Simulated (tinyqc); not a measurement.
Conductivity against temperature: Debye-Callaway model of lattice thermal conductivity. Computed by tinyqc, a small Python program. Command: `OMP_NUM_THREADS=1 python tinyqc.py 3019024 3019025 out.jsonl callaway walk`. One thread of a shared host (Intel(R) Xeon(R) Processor @ 2.30GHz), about 0.01 s of CPU time with the checks.

Three acoustic branches with one velocity v, cut at omega_D = k_B Theta/hbar; x = hbar omega/(k_B T). v and Theta are separate inputs: Theta cuts off the heat-carrying modes, so C need not reach 3 k_B/V. gamma is an effective value that sets the umklapp rate. Heat flows along the film.

Inputs (values chosen for the exercise, modelled on magnesium oxide):
```
quantity,value,unit
sound velocity v,6470,m/s
Debye temperature Theta,763,K
volume per atom V,9.34,angstrom^3
mean atomic mass M,20.15,u
effective Grueneisen parameter gamma,3.37,-
umklapp exponent divisor b,3,-
vacancy fraction n_v,4e-05,-
film thickness t,0.47,micrometre
specularity p,0.8,-
```

Sample: film. Point defects: vacancies. Normal processes: left out.

Constants: k_B = 1.380649e-23 J/K; hbar = 1.054571817e-34 J s; u = 1.6605390666e-27 kg.

Method:
- A vacancy counts as a mass defect Delta M/M = -3 (the missing mass and twice its bonds), so Gamma = 9 n_v. A = V Gamma/(4 pi v^3).
- Rates: point defects A omega^4; umklapp B omega^2 T exp(-Theta/(b T)) with B = hbar gamma^2/(M v^2 Theta). Film: the bulk time tau of each mode, from the resistive rates above, is multiplied by the Fuchs-Sondheimer factor F = (3/2) int_0^1 (1 - u^2) [1 - (1 - p) (u/d) (1 - E)/(1 - p E)] du, with E = exp(-d/u), d = t/(v tau), by 48 Gauss-Legendre points in z with u = z^4; the boundary rate is defined as 1/(F tau) - 1/tau.
- kappa_1 = c int tau_C g dx, g = x^4 e^x/(e^x - 1)^2, c = (k_B/(2 pi^2 v)) (k_B T/hbar)^3, over 0 < x < min(Theta/T, 40), by 96 Gauss-Legendre points in s with x = x_max s^2; tau_C = tau_R, the inverse of the summed rates, and kappa = kappa_1.

Rayleigh coefficient A = 9.87931e-46 s^3

Kappa (W/(m K)):
```
T (K),all processes,without point defects
46,500.67,828.53
76,458.21,575.28
130,213.92,232.39
230,88.407,91.187
380,42.373,42.971
610,22.269,22.429
990,12.126,12.172
```

What follows from these numbers?

kappa peaks among these rows at 46 K (T/Theta = 0.060) with 501 W/(m K). The exponent d ln kappa/d ln T is -0.18 at the cold end and -1.26 at the hot end. Point defects cost most at 46 K, a factor 1.65.

Extremes, crossings and ranges named in words are read from the listed rows.
